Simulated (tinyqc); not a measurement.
Worked calculation: CCD on RHF in the sto-3g basis, for BeH2, spin multiplicity 1. Computed by tinyqc, a small Python program that keeps every step (integrals from PySCF). Settings: charge = 0, multiplicity = 1, basis = sto-3g, method = RHF, energy threshold = 1e-10, iteration cap = 87, orthogonalisation = symmetric, start = atomic densities, DIIS depth = 6, amplitude equations = CCD, DIIS depth for amplitudes = 0, cap on updates = 65. Command: `OMP_NUM_THREADS=1 python tinyqc.py 24637 24638 out.jsonl` (the two numbers bound the seeds that draw the settings). One thread of a shared host (Intel(R) Xeon(R) Processor @ 2.60GHz), about 0.2 s of CPU time with the checks. The early iterations of the SCF are left out here.

## One-electron integrals

Geometry (angstrom):
```
atom        x         y        z
Be    0.00000   0.00000  0.00000
H     0.00000   1.30500  0.00000
H     0.00000  -1.30500  0.00000
```

Basis sto-3g: exponents (1/bohr^2) and contraction coefficients of normalised primitives:
```
element  l (shell)  exponent  coefficient
Be           s (1)  30.16787      0.15433
Be           s (1)   5.49512      0.53533
Be           s (1)   1.48719      0.44463
Be           s (2)   1.31483     -0.09997
Be           s (2)   0.30554      0.39951
Be           s (2)   0.09937      0.70012
Be           p (3)   1.31483      0.15592
Be           p (3)   0.30554      0.60768
Be           p (3)   0.09937      0.39196
H            s (1)   3.42525      0.15433
H            s (1)   0.62391      0.53533
H            s (1)   0.16886      0.44463
```

Overlap, kinetic and nuclear-attraction integrals over the contracted functions; the nuclear repulsion is the sum of Za Zb / Rab.

nuclear repulsion = 3.4467481 hartree

overlap S, order 1Be 1s, 1Be 2s, 1Be 2px, 1Be 2py, 1Be 2pz, 2H 1s, 3H 1s:
```
[[1.00000, 0.25952, 0.00000, 0.00000, 0.00000, 0.07507, 0.07507],
 [0.25952, 1.00000, 0.00000, 0.00000, 0.00000, 0.47418, 0.47418],
 [0.00000, 0.00000, 1.00000, 0.00000, 0.00000, 0.00000, 0.00000],
 [0.00000, 0.00000, 0.00000, 1.00000, 0.00000, 0.53550, -0.53550],
 [0.00000, 0.00000, 0.00000, 0.00000, 1.00000, 0.00000, 0.00000],
 [0.07507, 0.47418, 0.00000, 0.53550, 0.00000, 1.00000, 0.04017],
 [0.07507, 0.47418, 0.00000, -0.53550, 0.00000, 0.04017, 1.00000]]
```

kinetic energy T (hartree), order 1Be 1s, 1Be 2s, 1Be 2px, 1Be 2py, 1Be 2pz, 2H 1s, 3H 1s:
```
[[6.69397, -0.03301, 0.00000, 0.00000, 0.00000, -0.01666, -0.01666],
 [-0.03301, 0.21111, 0.00000, 0.00000, 0.00000, 0.07466, 0.07466],
 [0.00000, 0.00000, 0.66059, 0.00000, 0.00000, 0.00000, 0.00000],
 [0.00000, 0.00000, 0.00000, 0.66059, 0.00000, 0.20583, -0.20583],
 [0.00000, 0.00000, 0.00000, 0.00000, 0.66059, 0.00000, 0.00000],
 [-0.01666, 0.07466, 0.00000, 0.20583, 0.00000, 0.76003, -0.00992],
 [-0.01666, 0.07466, 0.00000, -0.20583, 0.00000, -0.00992, 0.76003]]
```

nuclear attraction V (hartree), order 1Be 1s, 1Be 2s, 1Be 2px, 1Be 2py, 1Be 2pz, 2H 1s, 3H 1s:
```
[[-15.37209, -2.10971, 0.00000, 0.00000, 0.00000, -0.61054, -0.61054],
 [-2.10971, -3.06615, 0.00000, 0.00000, 0.00000, -1.42595, -1.42595],
 [0.00000, 0.00000, -2.96742, 0.00000, 0.00000, 0.00000, 0.00000],
 [0.00000, 0.00000, 0.00000, -3.20862, 0.00000, -1.57597, 1.57597],
 [0.00000, 0.00000, 0.00000, 0.00000, -2.96742, 0.00000, 0.00000],
 [-0.61054, -1.42595, 0.00000, -1.57597, 0.00000, -3.03654, -0.14081],
 [-0.61054, -1.42595, 0.00000, 1.57597, 0.00000, -0.14081, -3.03654]]
```

core Hamiltonian H = T + V (hartree), order 1Be 1s, 1Be 2s, 1Be 2px, 1Be 2py, 1Be 2pz, 2H 1s, 3H 1s:
```
[[-8.67812, -2.14273, 0.00000, 0.00000, 0.00000, -0.62720, -0.62720],
 [-2.14273, -2.85504, 0.00000, 0.00000, 0.00000, -1.35129, -1.35129],
 [0.00000, 0.00000, -2.30683, 0.00000, 0.00000, 0.00000, 0.00000],
 [0.00000, 0.00000, 0.00000, -2.54802, 0.00000, -1.37014, 1.37014],
 [0.00000, 0.00000, 0.00000, 0.00000, -2.30683, 0.00000, 0.00000],
 [-0.62720, -1.35129, 0.00000, -1.37014, 0.00000, -2.27651, -0.15073],
 [-0.62720, -1.35129, 0.00000, 1.37014, 0.00000, -0.15073, -2.27651]]
```

## Two-electron integrals

Functions are numbered as in S; the eight-fold symmetry (ij|kl) = (ji|kl) = (kl|ij) leaves the list below.

Two-electron integrals (ij|kl) in chemists' order, unique and non-zero (hartree):
```
(11|11) 2.29883    (21|11) 0.39204    (21|21) 0.07954    (22|11) 0.57099
(22|21) 0.14304    (22|22) 0.41768    (31|31) 0.01461    (32|31) 0.02189
(32|32) 0.09226    (33|11) 0.56958    (33|21) 0.14308    (33|22) 0.41759
(33|33) 0.44986    (41|41) 0.01461    (42|41) 0.02189    (42|42) 0.09226
(43|43) 0.02425    (44|11) 0.56958    (44|21) 0.14308    (44|22) 0.41759
(44|33) 0.40136    (44|44) 0.44986    (51|51) 0.01461    (52|51) 0.02189
(52|52) 0.09226    (53|53) 0.02425    (54|54) 0.02425    (55|11) 0.56958
(55|21) 0.14308    (55|22) 0.41759    (55|33) 0.40136    (55|44) 0.40136
(55|55) 0.44986    (61|11) 0.11244    (61|21) 0.02278    (61|22) 0.04123
(61|33) 0.04093    (61|41) 0.00206    (61|42) 0.00382    (61|44) 0.04186
(61|55) 0.04093    (61|61) 0.00686    (62|11) 0.23699    (62|21) 0.06005
(62|22) 0.18676    (62|33) 0.18012    (62|41) 0.00791    (62|42) 0.04549
(62|44) 0.19988    (62|55) 0.18012    (62|61) 0.01898    (62|62) 0.11759
(63|31) 0.00595    (63|32) 0.02668    (63|43) 0.00821    (63|63) 0.01187
(64|11) 0.24212    (64|21) 0.06217    (64|22) 0.20296    (64|33) 0.19099
(64|41) 0.01302    (64|42) 0.07140    (64|44) 0.22670    (64|55) 0.19099
(64|61) 0.02070    (64|62) 0.14630    (64|64) 0.18969    (65|51) 0.00595
(65|52) 0.02668    (65|54) 0.00821    (65|65) 0.01187    (66|11) 0.40112
(66|21) 0.10355    (66|22) 0.35754    (66|33) 0.33165    (66|41) 0.01723
(66|42) 0.12316    (66|44) 0.40902    (66|55) 0.33165    (66|61) 0.03388
(66|62) 0.27758    (66|64) 0.36885    (66|66) 0.77461    (71|11) 0.11244
(71|21) 0.02278    (71|22) 0.04123    (71|33) 0.04093    (71|41) -0.00206
(71|42) -0.00382   (71|44) 0.04186    (71|55) 0.04093    (71|61) 0.00624
(71|62) 0.01601    (71|64) 0.01585    (71|66) 0.02709    (71|71) 0.00686
(72|11) 0.23699    (72|21) 0.06005    (72|22) 0.18676    (72|33) 0.18012
(72|41) -0.00791   (72|42) -0.04549   (72|44) 0.19988    (72|55) 0.18012
(72|61) 0.01601    (72|62) 0.06529    (72|64) 0.06364    (72|66) 0.11516
(72|71) 0.01898    (72|72) 0.11759    (73|31) 0.00595    (73|32) 0.02668
(73|43) -0.00821   (73|63) 0.00544    (73|73) 0.01187    (74|11) -0.24212
(74|21) -0.06217   (74|22) -0.20296   (74|33) -0.19099   (74|41) 0.01302
(74|42) 0.07140    (74|44) -0.22670   (74|55) -0.19099   (74|61) -0.01585
(74|62) -0.06364   (74|64) -0.05861   (74|66) -0.10942   (74|71) -0.02070
(74|72) -0.14630   (74|74) 0.18969    (75|51) 0.00595    (75|52) 0.02668
(75|54) -0.00821   (75|65) 0.00544    (75|75) 0.01187    (76|11) 0.02567
(76|21) 0.00634    (76|22) 0.01774    (76|33) 0.01745    (76|44) 0.01832
(76|55) 0.01745    (76|61) 0.00184    (76|62) 0.00814    (76|64) 0.00900
(76|66) 0.01603    (76|71) 0.00184    (76|72) 0.00814    (76|74) -0.00900
(76|76) 0.00077    (77|11) 0.40112    (77|21) 0.10355    (77|22) 0.35754
(77|33) 0.33165    (77|41) -0.01723   (77|42) -0.12316   (77|44) 0.40902
(77|55) 0.33165    (77|61) 0.02709    (77|62) 0.11516    (77|64) 0.10942
(77|66) 0.20269    (77|71) 0.03388    (77|72) 0.27758    (77|74) -0.36885
(77|76) 0.01603    (77|77) 0.77461
```

## Orthogonalisation

S = U s U^T; symmetric (Loewdin) form X = U s^(-1/2) U^T, so that X^T S X = 1.

eigenvalues of S: [0.22234, 0.32893, 0.93431, 1.00000, 1.00000, 1.73749, 1.77692]

X, order 1Be 1s, 1Be 2s, 1Be 2px, 1Be 2py, 1Be 2pz, 2H 1s, 3H 1s:
```
[[1.02827, -0.15287, 0.00000, 0.00000, 0.00000, 0.01651, 0.01651],
 [-0.15287, 1.28072, 0.00000, 0.00000, 0.00000, -0.33204, -0.33204],
 [0.00000, 0.00000, 1.00000, 0.00000, 0.00000, 0.00000, 0.00000],
 [0.00000, 0.00000, 0.00000, 1.42164, 0.00000, -0.48140, 0.48140],
 [0.00000, 0.00000, 0.00000, 0.00000, 1.00000, 0.00000, 0.00000],
 [0.01651, -0.33204, 0.00000, -0.48140, 0.00000, 1.33855, -0.11920],
 [0.01651, -0.33204, 0.00000, 0.48140, 0.00000, -0.11920, 1.33855]]
```

## Iteration 6 (converged): orbitals

converged F (hartree), order 1Be 1s, 1Be 2s, 1Be 2px, 1Be 2py, 1Be 2pz, 2H 1s, 3H 1s:
```
[[-4.51518, -1.28796, 0.00000, 0.00000, 0.00000, -0.38297, -0.38297],
 [-1.28796, -0.63905, 0.00000, 0.00000, 0.00000, -0.43070, -0.43070],
 [0.00000, 0.00000, 0.21119, 0.00000, 0.00000, 0.00000, 0.00000],
 [0.00000, 0.00000, 0.00000, -0.25110, 0.00000, -0.33872, 0.33872],
 [0.00000, 0.00000, 0.00000, 0.00000, 0.21119, 0.00000, 0.00000],
 [-0.38297, -0.43070, 0.00000, -0.33872, 0.00000, -0.32846, -0.05702],
 [-0.38297, -0.43070, 0.00000, 0.33872, 0.00000, -0.05702, -0.32846]]
```

Diagonalise F' = X^T F X, C = X C', fill 3 alpha and 3 beta electrons from the bottom; D = 2 C_occ C_occ^T. Each column has its largest component positive (the first on a tie).

F' = X^T F X (hartree):
```
[[-4.40597, -0.68565, 0.00000, 0.00000, 0.00000, -0.06924, -0.06924],
 [-0.68565, -0.07951, 0.00000, 0.00000, 0.00000, -0.34538, -0.34538],
 [0.00000, 0.00000, 0.21119, 0.00000, 0.00000, 0.00000, 0.00000],
 [0.00000, 0.00000, 0.00000, 0.29396, 0.00000, -0.49662, 0.49662],
 [0.00000, 0.00000, 0.00000, 0.00000, 0.21119, 0.00000, 0.00000],
 [-0.06924, -0.34538, 0.00000, -0.49662, 0.00000, 0.11801, -0.13959],
 [-0.06924, -0.34538, 0.00000, 0.49662, 0.00000, -0.13959, 0.11801]]
```

orbital energies (hartree): [-4.51864, -0.46207, -0.42678, 0.21119, 0.21119, 0.47364, 0.97834]

coefficients C, order 1Be 1s, 1Be 2s, 1Be 2px, 1Be 2py, 1Be 2pz, 2H 1s, 3H 1s:
```
[[0.99175, -0.22655, 0.00000, 0.00000, 0.00000, -0.21532, 0.00000],
 [0.03170, 0.55053, 0.00000, 0.00000, 0.00000, 1.25699, 0.00000],
 [0.00000, 0.00000, 0.00000, 0.99663, 0.08198, 0.00000, 0.00000],
 [0.00000, 0.00000, 0.50457, 0.00000, 0.00000, 0.00000, 1.49331],
 [0.00000, 0.00000, 0.00000, -0.08198, 0.99663, 0.00000, 0.00000],
 [-0.00252, 0.39506, 0.40227, 0.00000, 0.00000, -0.83538, -1.06416],
 [-0.00252, 0.39506, -0.40227, 0.00000, 0.00000, -0.83538, 1.06416]]
```

D after iteration 6, order 1Be 1s, 1Be 2s, 1Be 2px, 1Be 2py, 1Be 2pz, 2H 1s, 3H 1s:
```
[[2.06978, -0.18657, 0.00000, 0.00000, 0.00000, -0.18400, -0.18400],
 [-0.18657, 0.60818, 0.00000, 0.00000, 0.00000, 0.43482, 0.43482],
 [0.00000, 0.00000, 0.00000, 0.00000, 0.00000, 0.00000, 0.00000],
 [0.00000, 0.00000, 0.00000, 0.50918, 0.00000, 0.40595, -0.40595],
 [0.00000, 0.00000, 0.00000, 0.00000, 0.00000, 0.00000, 0.00000],
 [-0.18400, 0.43482, 0.00000, 0.40595, 0.00000, 0.63579, -0.01149],
 [-0.18400, 0.43482, 0.00000, -0.40595, 0.00000, -0.01149, 0.63579]]
```

Within a degenerate level the vectors are fixed only up to a rotation; this is one choice.

## Convergence

Stop when the energy changes by less than 1e-10 hartree and every element of the error matrix X^T (F D S - S D F) X is below 3e-06.

Course of the cycle:
```
iteration  E (hartree)     change  largest element of the error matrix
1          -15.4327064          -                             4.22e-01
2          -15.5472662  -1.15e-01                             9.75e-02
3          -15.5607000  -1.34e-02                             1.51e-02
4          -15.5611788  -4.79e-04                             5.00e-04
5          -15.5611792  -3.35e-07                             6.83e-06
6          -15.5611792  -6.94e-11                             7.38e-07
```

PySCF RHF in the same basis = -15.5611792 hartree

Converged in 6 iterations.

## Integrals over molecular orbitals

(pq|rs) = sum C_ip C_jq C_kr C_ls (ij|kl), one index at a time.

one-electron integrals over orbitals h = C^T H C (hartree):
```
[[-8.66643, 0.22802, 0.00000, 0.00000, 0.00000, 0.19135, 0.00000],
 [0.22802, -2.48491, 0.00000, 0.00000, 0.00000, -0.16260, 0.00000],
 [0.00000, 0.00000, -2.44910, 0.00000, 0.00000, 0.00000, -0.27461],
 [0.00000, 0.00000, 0.00000, -2.30683, 0.00000, 0.00000, 0.00000],
 [0.00000, 0.00000, 0.00000, 0.00000, -2.30683, 0.00000, 0.00000],
 [0.19135, -0.16260, 0.00000, 0.00000, 0.00000, -1.91671, 0.00000],
 [0.00000, 0.00000, -0.27461, 0.00000, 0.00000, 0.00000, -1.78738]]
```

Two-electron integrals over orbitals (pq|rs), unique and non-zero (hartree):
```
(11|11) 2.27147    (21|11) -0.20074   (21|21) 0.02721    (22|11) 0.49195
(22|21) -0.00689   (22|22) 0.40142    (31|31) 0.00617    (32|31) 0.01462
(32|32) 0.16493    (33|11) 0.46290    (33|21) -0.00288   (33|22) 0.41483
(33|33) 0.43795    (41|41) 0.01577    (42|41) 0.01535    (42|42) 0.04974
(43|43) 0.01492    (44|11) 0.56917    (44|21) -0.00816   (44|22) 0.37112
(44|33) 0.35893    (44|44) 0.44986    (51|51) 0.01577    (52|51) 0.01535
(52|52) 0.04974    (53|53) 0.01492    (54|54) 0.02425    (55|11) 0.56917
(55|21) -0.00816   (55|22) 0.37112    (55|33) 0.35893    (55|44) 0.40136
(55|55) 0.44986    (61|11) -0.17880   (61|21) 0.02492    (61|22) -0.00687
(61|33) -0.00425   (61|44) -0.00458   (61|55) -0.00458   (61|61) 0.02308
(62|11) 0.10789    (62|21) -0.00672   (62|22) -0.02598   (62|33) -0.04874
(62|44) 0.05038    (62|55) 0.05038    (62|61) -0.00375   (62|62) 0.07716
(63|31) -0.00297   (63|32) -0.09520   (63|63) 0.08329    (64|41) 0.01634
(64|42) 0.04750    (64|64) 0.05100    (65|51) 0.01634    (65|52) 0.04750
(65|65) 0.05100    (66|11) 0.47728    (66|21) -0.00654   (66|22) 0.39932
(66|33) 0.41034    (66|44) 0.36891    (66|55) 0.36891    (66|61) -0.00593
(66|62) -0.03600   (66|66) 0.41377    (71|31) 0.01144    (71|32) 0.02078
(71|63) -0.00238   (71|71) 0.02171    (72|31) 0.00334    (72|32) -0.04499
(72|63) 0.06115    (72|71) 0.00716    (72|72) 0.05655    (73|11) 0.13832
(73|21) -0.00524   (73|22) -0.00683   (73|33) -0.02190   (73|44) 0.05777
(73|55) 0.05777    (73|61) -0.00322   (73|62) 0.07242    (73|66) -0.02742
(73|73) 0.08189    (74|43) 0.01381    (74|74) 0.01647    (75|53) 0.01381
(75|75) 0.01647    (76|31) 0.01147    (76|32) 0.14311    (76|63) -0.09600
(76|71) 0.01640    (76|72) -0.05676   (76|76) 0.14123    (77|11) 0.58093
(77|21) -0.00925   (77|22) 0.43151    (77|33) 0.45050    (77|44) 0.39263
(77|55) 0.39263    (77|61) -0.00893   (77|62) -0.03902   (77|66) 0.43887
(77|73) -0.01321   (77|77) 0.49299
```

## CCD: starting amplitudes

t_ij^ab = <ij||ab> / (e_i + e_j - e_a - e_b), whose energy is MP2.

Starting amplitudes (spin orbitals 1a, 1b, ...; amplitudes related by a flip of all spins are not repeated):
```
from      to         t
3a 3b  6a 6b  -0.04625
2a 2b  6a 6b  -0.04123
2a 2b  4a 4b  -0.03694
2a 2b  5a 5b  -0.03694
2a 3b  6a 7b  -0.03094
3a 3b  7a 7b  -0.02914
2a 3b  6b 7a   0.02612
2a 2b  7a 7b  -0.01963
3a 3b  5a 5b  -0.01169
3a 3b  4a 4b  -0.01169
2a 3a  6a 7a  -0.00482
1a 2b  4a 4b  -0.00284
1a 2b  5a 5b  -0.00284
1a 1b  6a 6b  -0.00231
1a 1b  7a 7b  -0.00197
1a 1b  5a 5b  -0.00167
1a 1b  4a 4b  -0.00167
1a 2b  7a 7b  -0.00103
1a 2b  6a 6b   0.00063
1a 3b  6a 7b   0.00050
1a 3b  6b 7a  -0.00037
1a 3a  6a 7a   0.00013
```

correlation energy = -0.0226863 hartree

## CCD: amplitude update 1

t_ij^ab D_ij^ab are set to the remaining terms of the spin-orbital equations, evaluated with the old amplitudes; for the doubles these are <ij||ab> + 1/2 <ab||ef> t_ij^ef + 1/2 <mn||ij> t_mn^ab + P(ij)P(ab) <mb||ej> t_im^ae + terms in t^2, D the orbital-energy denominators.

Amplitudes after update 1 (spin orbitals 1a, 1b, ...; amplitudes related by a flip of all spins are not repeated):
```
from      to         t
3a 3b  6a 6b  -0.06281
2a 2b  6a 6b  -0.05312
2a 2b  5a 5b  -0.04715
2a 2b  4a 4b  -0.04715
2a 3b  6a 7b  -0.04214
3a 3b  7a 7b  -0.03673
2a 3b  6b 7a   0.03662
2a 2b  7a 7b  -0.02512
3a 3b  4a 4b  -0.00917
3a 3b  5a 5b  -0.00917
2a 3a  6a 7a  -0.00552
1a 2b  4a 4b  -0.00312
1a 2b  5a 5b  -0.00312
1a 1b  6a 6b  -0.00191
1a 1b  7a 7b  -0.00182
1a 1b  5a 5b  -0.00155
1a 1b  4a 4b  -0.00155
1a 2b  7a 7b  -0.00119
1a 2b  6a 6b   0.00072
1a 3b  6a 7b   0.00049
1a 3b  6b 7a  -0.00040
1a 3a  6a 7a   0.00009
```

correlation energy = -0.0297816 hartree

## CCD: amplitude update 2

As before.

Amplitudes after update 2 (spin orbitals 1a, 1b, ...; amplitudes related by a flip of all spins are not repeated):
```
from      to         t
3a 3b  6a 6b  -0.06949
2a 2b  6a 6b  -0.05689
2a 2b  5a 5b  -0.05050
2a 2b  4a 4b  -0.05050
2a 3b  6a 7b  -0.04576
2a 3b  6b 7a   0.04015
3a 3b  7a 7b  -0.03906
2a 2b  7a 7b  -0.02708
3a 3b  4a 4b  -0.00620
3a 3b  5a 5b  -0.00620
2a 3a  6a 7a  -0.00561
1a 2b  4a 4b  -0.00312
1a 2b  5a 5b  -0.00312
1a 1b  6a 6b  -0.00190
1a 1b  7a 7b  -0.00182
1a 1b  5a 5b  -0.00154
1a 1b  4a 4b  -0.00154
1a 2b  7a 7b  -0.00121
1a 2b  6a 6b   0.00075
1a 3b  6a 7b   0.00048
1a 3b  6b 7a  -0.00042
1a 3a  6a 7a   0.00006
```

correlation energy = -0.0321331 hartree

## CCD: amplitude update 3

As before.

Amplitudes after update 3 (spin orbitals 1a, 1b, ...; amplitudes related by a flip of all spins are not repeated):
```
from      to         t
3a 3b  6a 6b  -0.07220
2a 2b  6a 6b  -0.05796
2a 2b  4a 4b  -0.05183
2a 2b  5a 5b  -0.05183
2a 3b  6a 7b  -0.04700
2a 3b  6b 7a   0.04136
3a 3b  7a 7b  -0.03974
2a 2b  7a 7b  -0.02777
2a 3a  6a 7a  -0.00564
3a 3b  4a 4b  -0.00440
3a 3b  5a 5b  -0.00440
1a 2b  5a 5b  -0.00311
1a 2b  4a 4b  -0.00311
1a 1b  6a 6b  -0.00188
1a 1b  7a 7b  -0.00181
1a 1b  4a 4b  -0.00154
1a 1b  5a 5b  -0.00154
1a 2b  7a 7b  -0.00122
1a 2b  6a 6b   0.00076
1a 3b  6a 7b   0.00048
1a 3b  6b 7a  -0.00042
1a 3a  6a 7a   0.00006
```

correlation energy = -0.0329436 hartree

## CCD: convergence

E_corr = 1/4 sum <ij||ab> t_ij^ab; stop when the norm of the change is below 1e-8.

Course of the amplitude iterations:
```
update  correlation energy (hartree)  norm of the change
0                         -0.0226863                   -
1                         -0.0297816            6.92e-02
2                         -0.0321331            2.52e-02
3                         -0.0329436            1.01e-02
4                         -0.0332359            4.35e-03
5                         -0.0333458            1.98e-03
6                         -0.0333887            9.47e-04
7                         -0.0334062            4.67e-04
8                         -0.0334136            2.35e-04
9                         -0.0334168            1.19e-04
10                        -0.0334183            6.12e-05
11                        -0.0334189            3.15e-05
12                        -0.0334193            1.63e-05
13                        -0.0334194            8.41e-06
14                        -0.0334195            4.36e-06
15                        -0.0334195            2.26e-06
16                        -0.0334196            1.17e-06
17                        -0.0334196            6.08e-07
18                        -0.0334196            3.16e-07
19                        -0.0334196            1.64e-07
20                        -0.0334196            8.53e-08
21                        -0.0334196            4.43e-08
22                        -0.0334196            2.30e-08
23                        -0.0334196            1.20e-08
24                        -0.0334196            6.23e-09
```

Converged amplitudes (spin orbitals 1a, 1b, ...; amplitudes related by a flip of all spins are not repeated):
```
from      to         t
3a 3b  6a 6b  -0.07426
2a 2b  6a 6b  -0.05811
2a 2b  5a 5b  -0.05311
2a 2b  4a 4b  -0.05311
2a 3b  6a 7b  -0.04772
2a 3b  6b 7a   0.04196
3a 3b  7a 7b  -0.03998
2a 2b  7a 7b  -0.02820
2a 3a  6a 7a  -0.00575
1a 2b  5a 5b  -0.00310
1a 2b  4a 4b  -0.00310
3a 3b  5a 5b  -0.00254
3a 3b  4a 4b  -0.00254
1a 1b  6a 6b  -0.00188
1a 1b  7a 7b  -0.00181
1a 1b  5a 5b  -0.00153
1a 1b  4a 4b  -0.00153
1a 2b  7a 7b  -0.00122
1a 2b  6a 6b   0.00076
1a 3b  6a 7b   0.00047
1a 3b  6b 7a  -0.00042
1a 3a  6a 7a   0.00005
```

CCD total energy = -15.5945988 hartree

Converged in 24 updates.
